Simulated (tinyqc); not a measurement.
From results back to parameters: periodic multilayer mirror for extreme ultraviolet light. Three cases, with inputs chosen for the exercise.

Problem. With a mean index 1 - dm the Bragg wavelength is lam_B = 2 L sqrt((1 - dm)^2 - sin^2 theta). It is given at 0 degrees and at th2; L and dm are hidden. Then the absorber share is Gm = (dm - delta_S)/(delta_A - delta_S), with the first entries of dS and dA; L is the period.

Case 1.

Values chosen (out of a larger set: optical constants near those of Mo and Si at 13.5 nm; not measured data): th2 = 20 degrees (second angle); dA = (0.0744, 0.00633) (delta and beta of the absorber, N = 1 - delta + i beta); dS = (0.001, 0.0017) (delta and beta of the spacer and the substrate).

lam_B at 0 = 13.838432 nm
lam_B at th2 = 12.953059 nm

Case 2.

Values chosen (out of a larger set: optical constants near those of Mo and Si at 13.5 nm; not measured data): th2 = 20 degrees (second angle); dA = (0.0774, 0.00612) (delta and beta of the absorber, N = 1 - delta + i beta); dS = (0.001, 0.00185) (delta and beta of the spacer and the substrate).

lam_B at 0 = 13.542984 nm
lam_B at th2 = 12.663079 nm

Case 3.

Values chosen (out of a larger set: optical constants near those of Mo and Si at 13.5 nm; not measured data): th2 = 10 degrees (second angle); dA = (0.0794, 0.0061) (delta and beta of the absorber, N = 1 - delta + i beta); dS = (0.0008, 0.00188) (delta and beta of the spacer and the substrate).

lam_B at 0 = 13.381006 nm
lam_B at th2 = 13.160234 nm

Find: L; dm; Gm.

Solution. The difference of the squares is 4 L^2 sin^2(th2); then 1 - dm = lam_B(0)/(2 L).

Case 1.

L = 7.120 nm
dm = 0.0282
Gm = 0.37

Case 2.

L = 7.020 nm
dm = 0.0354
Gm = 0.45

Case 3.

L = 6.970 nm
dm = 0.0401
Gm = 0.50

Computed by tinyqc, one run a case: `OMP_NUM_THREADS=1 python tinyqc.py N N+1 out.jsonl` with N = 1681851, 1681909, 1681938; one thread of a shared Intel(R) Xeon(R) Processor @ 2.30GHz, about 0.01 s a run at most.
